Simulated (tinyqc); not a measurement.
Comparisons within one model: standing waves and exposure in a photoresist film. A value that a table varies takes the place of the one given here.

Normal incidence from air. Unexposed resist: N1 = n1 + i k1 with k1 = (A + B) lam/(4 pi), lam in micrometres. r01 = (1 - N1)/(1 + N1), t01 = 2/(1 + N1). Below the resist lie the layer Na = na + i ka and the substrate Ns = ns + i ks: r12 = (r1a + ras x)/(1 + r1a ras x), x = exp(4 pi i Na da/lam), r1a = (N1 - Na)/(N1 + Na), ras = (Na - Ns)/(Na + Ns). With p = exp(2 pi i N1 d/lam), the field at depth z is E(z) = t01 [exp(2 pi i N1 z/lam) + r12 p^2 exp(-2 pi i N1 z/lam)]/(1 + r01 r12 p^2), the relative intensity I(z) = n1 |E(z)|^2 and the reflectance R = |(r01 + r12 p^2)/(1 + r01 r12 p^2)|^2.

Inputs chosen for the exercise (a resist on polySi, indices near tabulated ones; shifted at random, so the results belong to these values and not to a real crystal):

| symbol | value | unit | meaning |
|---|---|---|---|
| lam | 193 | nm | vacuum wavelength |
| n1 | 1.714 |  | resist index |
| A | 0.07 | 1/micrometre | bleachable absorption (Dill A) |
| B | 1 | 1/micrometre | fixed absorption (Dill B) |
| d | 238 | nm | resist thickness |
| ns | 1.006 |  | substrate n |
| ks | 2.199 |  | substrate k |
| na | 1.776 |  | n of the bottom antireflection layer |
| ka | 0.341 |  | its k |
| da | 49 | nm | its thickness |

## Swing of the coupled dose with resist thickness

The mean of I is taken over 800 depths; the relative dose to clear is taken as 1/(mean of I over the lowest period, 60 depths), scaled to 1 in the first row.

Swing:

| d (nm) | R | mean I | relative dose |
|---|---|---|---|
| 238.0 | 0.0482 | 0.9249 | 1.000 |
| 247.4 | 0.0054 | 0.9710 | 0.971 |
| 256.8 | 0.0718 | 0.9078 | 1.055 |
| 266.2 | 0.1606 | 0.8139 | 1.179 |
| 275.5 | 0.1892 | 0.7738 | 1.229 |
| 284.9 | 0.1398 | 0.8097 | 1.168 |
| 294.3 | 0.0471 | 0.8928 | 1.066 |
| 303.7 | 0.0071 | 0.9322 | 1.038 |
| 313.1 | 0.0694 | 0.8737 | 1.123 |
| 322.5 | 0.1536 | 0.7885 | 1.247 |
| 331.8 | 0.1809 | 0.7530 | 1.298 |
| 341.2 | 0.1338 | 0.7870 | 1.237 |
| 350.6 | 0.0464 | 0.8623 | 1.137 |

The period is 56.3 nm, six rows. The relative dose swings between 0.971 and 1.298, a ratio (max - min)/mean of 0.288, against the estimate 4 sqrt(|r01|^2 |r12|^2) exp(-(A + B) d) = 0.213 for the oscillating part alone; the ratio from the table also holds the slow rise from absorption, 13.7 % over two periods, so the two are not strictly comparable. The dose is least sensitive to thickness at an extremum; the lowest dose listed is at 247.4 nm.

## Tuning the antireflection layer

da takes the values listed; the contrast is (Imax - Imin)/(Imax + Imin) over the lowest period of the resist (60 depths).

Results:

| da (nm) | \|r12\|^2 | contrast |
|---|---|---|
| 0 | 0.4278 | 0.896 |
| 10 | 0.2450 | 0.774 |
| 20 | 0.0846 | 0.530 |
| 30 | 0.0327 | 0.355 |
| 40 | 0.0498 | 0.433 |
| 50 | 0.0689 | 0.462 |
| 60 | 0.0520 | 0.408 |
| 75 | 0.0059 | 0.147 |
| 90 | 0.0058 | 0.155 |
| 110 | 0.0199 | 0.253 |
| 140 | 0.0053 | 0.126 |

|r12|^2 starts at 0.4278 and is lowest, 0.0053, at 140 nm of those listed, where the contrast is 0.126 against 0.896. The contrast follows 2|r|/(1 + |r|^2), so even |r12|^2 = 0.01 leaves about 0.2. Values below 0.01 occur at 75, 90 and 140 nm.

## What moves the exposure

The mean of I is over 800 depths. Each row changes one parameter from the base and keeps the others.

Results:

| case | \|r12\|^2 | R | mean I | I at the bottom |
|---|---|---|---|---|
| base | 0.0684 | 0.0482 | 0.9249 | 0.5487 |
| d = 248 nm | 0.0684 | 0.0068 | 0.9700 | 0.5637 |
| n1 = 1.731 | 0.0668 | 0.0277 | 0.9452 | 0.5660 |
| B = 1.2 1/micrometre | 0.0680 | 0.0477 | 0.8989 | 0.5213 |
| ks = 1.979 | 0.0645 | 0.0418 | 0.9274 | 0.5772 |
| da = 59 nm | 0.0551 | 0.0086 | 0.9565 | 0.8395 |
| ka = 0.443 | 0.0533 | 0.0376 | 0.9177 | 0.6030 |

The largest shifts from the base row, up to three for each result and ties (the steps differ in size, so this ranks the rows, not the parameters). |r12|^2: ka -0.0151, da -0.0133, ks -0.0039; unchanged at the printed digits by d. R: d -0.0414, da -0.0396, n1 -0.0205. mean I: d +0.0451, da +0.0316, B -0.0260. I at the bottom: da +0.2908, ka +0.0543, ks +0.0285.

tinyqc: `OMP_NUM_THREADS=1 python tinyqc.py 1651747 1651748 out.jsonl`; about 0.01 s, one thread, shared Intel(R) Xeon(R) Processor @ 2.30GHz.
